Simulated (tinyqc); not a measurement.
Series resistance and length offset from two lengths at two overdrives.

Inverse problem. In strong inversion R W = Rsd + k(x)(L - dL), k(x) = (1 + th1 x)/(mu0 Cox x), x the overdrive, Cox = eps0 eox/tox, with Rsd and dL independent of x. Find dL, Rsd, mu0 and th1.

Inputs (values chosen for the exercise):

| symbol | value | unit | meaning |
|---|---|---|---|
| eox | 3.9 |  | relative permittivity of the gate insulator (close to silicon dioxide) |
| tox | 1.1 | nm | insulator thickness |

Constants: eps0 = 8.8541878128e-14 F/cm where lengths are in cm. Results are converted to the units shown.

total resistance times width (ohm um):
```
                  L = 0.058 um  L = 0.85 um
overdrive 0.47 V    158.825873   1334.96124
overdrive 1 V       125.149242   708.575903
```

Solution. At each overdrive R W is a straight line in L; the two lines cross at L = dL, R W = Rsd. Their slopes give k x = (1 + th1 x)/(mu0 Cox), a straight line in x.

dL = 0.0130 um
Rsd = 92.0 ohm um
mu0 = 480 cm^2/(V s)
th1 = 0.110 1/V

Computed by the program tinyqc: `OMP_NUM_THREADS=1 python tinyqc.py 2210145 2210146 out.jsonl`, one thread of a shared Intel Xeon 2.30GHz, about 0.02 s for the whole run.
